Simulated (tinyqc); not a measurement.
Scattering rates of a carrier in a spherical band by Fermi's golden rule: one step, computed by the program tinyqc.

All processes here are isotropic or elastic, and the rate listed is the momentum relaxation rate.

Task: Phonon occupation and screening length. Phonon occupation N_q = 1/(exp(hbar w/(k_B T)) - 1). Debye screening by free carriers of density N_I: L_s = sqrt(eps_s eps_0 k_B T/(e^2 N_I)).

Inputs (values chosen for the exercise, modelled on holes in silicon):
```
quantity,value,unit
static permittivity eps_s,11.7,-
phonon energy hbar w,62.9,meV
ionised impurity density N_I,1.4e+15,1/cm^3
temperature T,77,K
```

Crystal: non-polar. Band: parabolic. Impurity formula: Brooks-Herring. Further scattering: none.

Constants: k_B = 8.617333262e-05 eV/K; eps_0 = 8.8541878128e-12 F/m; k_B = 1.380649e-23 J/K; e = 1.602176634e-19 C.

Give: N_q; screening length L_s.

Result:

N_q = 7.6405e-05

screening length L_s = 55.358 nm

Above the threshold emission is favoured over absorption by (N_q + 1)/N_q = exp(hbar w/k_B T) = 13100, apart from the density of final states.
